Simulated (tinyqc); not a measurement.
# From breathing wavenumber back to size L

Model: Raman line shape of confined optical phonons and breathing modes of small crystals. Computed by tinyqc, a small Python program. Command: `OMP_NUM_THREADS=1 python tinyqc.py 3018020 3018021 out.jsonl confine inv`. One thread of a shared host (Intel(R) Xeon(R) Processor @ 2.30GHz), about 0.02 s of CPU time with the checks.

Confinement in 1 direction(s) lets phonons with q away from zero scatter light. q is in units of 2 pi/a, from 0 to 1, and the branch is isotropic: omega(q)^2 = (omega_0^2 + omega_X^2)/2 + ((omega_0^2 - omega_X^2)/2) cos(pi q). The model and its constant beta are phenomenological; beta = 8 is the common choice.

Inputs (values chosen for the exercise, modelled on silicon): longitudinal velocity = 8950 m/s; transverse velocity = 5330 m/s.

Shape: film.

Constants: c = 299792458 m/s.

Method. The lowest longitudinal standing wave has half a wavelength across the film: f = v_L/(2 L); the lowest shear one f = v_T/(2 L).

Problem. A run gave the result below. Find the size L, known to lie between 2 and 4.4 nm.

breathing wavenumber = 46.07097 1/cm

Solution.

Each step takes the trial c = (a f_b - b f_a)/(f_b - f_a), f being the result less the target and a, b, c the logarithms of the listed values; c replaces end b, the old b replaces a if the sign of f changed, and otherwise f_a is halved.

Scan of the range:
```
size L (nm)  breathing wavenumber (1/cm)
2.00                             74.6350
2.28                             65.4693
2.60                             57.4115
2.97                             50.2592
3.38                             44.1627
3.86                             38.6710
4.40                             33.9250
```

False position (Illinois rule, in the logarithm of the input) inside the bracket:
```
step    end a    end b    trial  breathing wavenumber (1/cm)
1     2.97000  3.38000  3.24592                      45.9869
2     2.97000  3.24592  3.23481                      46.1448
3     3.24592  3.23481  3.24000                      46.0709
4     3.23481  3.24000  3.24000                      46.0710
5     3.23481  3.24000  3.24000                      46.0710
6     3.24000  3.24000  3.24000                      46.0710
```

Breathing wavenumber falls at every point of a 13-point scan of the range (every second point is shown), so one value fits; it is bracketed by 2.97 and 3.38. The scan shows a pure power law with exponent -1.000, so scaling from any one row also gives the answer directly. Answer: size L = 3.240 nm.
